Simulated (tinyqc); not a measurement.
Worked calculation: minority-electron transport through the base of a bipolar transistor (Moll-Ross and Kroemer integrals). Computed by tinyqc, a small Python program that keeps every step. Command: `OMP_NUM_THREADS=1 python tinyqc.py 3006377 3006378 out.jsonl base walk`. One thread of a shared host (Intel(R) Xeon(R) Processor @ 2.30GHz), about 0.01 s of CPU time with the checks. Intermediate numbers are printed to about 7 digits and carried at full precision; extremes and crossings named in words are read from the listed rows.

Low injection, one dimension, x from the emitter edge (0) to the collector edge (W), s = x/W. Recombination is treated as a small correction (valid for tau_B well below tau_n), computed from the stored charge.

Inputs (values chosen for the exercise, modelled on GaAs): intrinsic density n_i at the emitter edge = 2.1e+06 1/cm^3; base doping at the emitter edge N_0 = 4.7e+18 1/cm^3; base width W = 110 nm; mu_min = 820 cm^2/(V s); mu_max = 6940 cm^2/(V s); N_ref = 1.2e+17 1/cm^3; saturation velocity v_s = 0.97 1e7 cm/s; electron lifetime tau_n = 46 ns; emitter Gummel number G_E = 1.6e+13 s/cm^4; base-emitter voltage V_BE = 0.84 V; temperature T = 300 K; gap narrowing across the base dE_g = 100 meV.

Base doping profile: uniform. Gap grading: linear. Exit of the base: infinite sink.

Constants: k_B = 8.617333262e-05 eV/K; e = 1.602176634e-19 C.

## Profile and built-in field

N(x) = N_0; n_i(x)^2 = n_i^2 exp(s dE_g/k_B T); D(x) = (k_B T/e) mu, mu = mu_min + (mu_max - mu_min)/(1 + (N/N_ref)^0.7). Field that drives electrons towards the collector, averaged over the base: (k_B T/e) ln[N_0 n_i(W)^2/(N(W) n_i^2)]/W.

Across the base:
```
s    N (1/cm^3)  n_i(x)^2/n_i^2  D (cm^2/s)    y (s/cm^5)
0.0    4.70e+18         1.00000    32.47315  1.447350e+17
0.2    4.70e+18         2.16763    32.47315  6.677106e+16
0.4    4.70e+18         4.69862    32.47315  3.080371e+16
0.6    4.70e+18        10.18487    32.47315  1.421078e+16
0.8    4.70e+18        22.07704    32.47315  6.555904e+15
1.0    4.70e+18        47.85486    32.47315  3.024457e+15
```

drift factor eta (potential drop in k_B T/e) = 3.868173

mean built-in field = 9.090909 kV/cm

## Collector current and transit time

With y(x) = N n_i^2/(D n_i(x)^2): base Gummel number G_B = int_0^W y dx; J_C = e n_i^2 exp(e V_BE/k_B T)/G_B; n(x) = (J_C/e)(n_i(x)^2/(N n_i^2)) [int_x^W y dx]; transit time tau_B = (e/J_C) int n dx; trapezoid rule on 401 even points.

base Gummel number G_B = 4.029881e+11 s/cm^4

collector current density J_C = 2.265873e-04 A/cm^2

base transit time tau_B = 0.7194646 ps

share of the exit term in G_B = 0 %

mean velocity W/tau_B = 1.528915 1e7 cm/s

Plain diffusion with the D of the emitter edge would take W^2/(2D) = 1.86 ps, 2.59 times the result. Caution: the mean velocity exceeds v_s, so drift-diffusion with a low-field mobility overstates the speed.

## Gain and speed

Emitter-limited gain beta_E = G_E/G_B; recombination-limited gain beta_R = tau_n/tau_B; 1/beta = 1/beta_E + 1/beta_R; f_T from the base alone = 1/(2 pi tau_B).

beta_E = 39.70340

beta_R = 63936.43

current gain beta = 39.67876

f_T from the base alone = 221.2130 GHz

The gain is limited mainly by hole injection into the emitter (100 % of the base current).

## What grading buys

The formulas are those given above.

The same base with other gradings:
```
dE_g (meV)  dE_g/k_B T  G_B (s/cm^4)  J_C gain  tau_B (ps)  speed gain
0              0.00000  1.592085e+12   1.00000    1.863078    1.000000
25             0.96704  1.020395e+12   1.56026    1.383598    1.346546
50             1.93409  7.041782e+11   2.26091    1.074452    1.733980
75             2.90113  5.186216e+11   3.06984    0.865998    2.151366
100            3.86817  4.029881e+11   3.95070    0.719465    2.589533
150            5.80226  2.735664e+11   5.81974    0.531853    3.502995
200            7.73635  2.057094e+11   7.73948    0.419424    4.441991
300           11.60452  1.372036e+11  11.60381    0.293444    6.349000
```

At 100 meV J_C rises by a factor 3.95 and the transit is 2.59 times faster; at 300 meV the factors are 11.60 and 6.35. For a uniform base without exit term both tend to be linear in dE_g/k_B T, J_C as x/(1 - exp(-x)) and the speed as x/2. From 50 meV on the mean velocity W/tau_B exceeds v_s, so those speed gains are overstated.

Checks made by the program: transit time against W^2/(D eta) [1 - (1 - exp(-eta))/eta] plus the exit term (relative difference 5e-06).
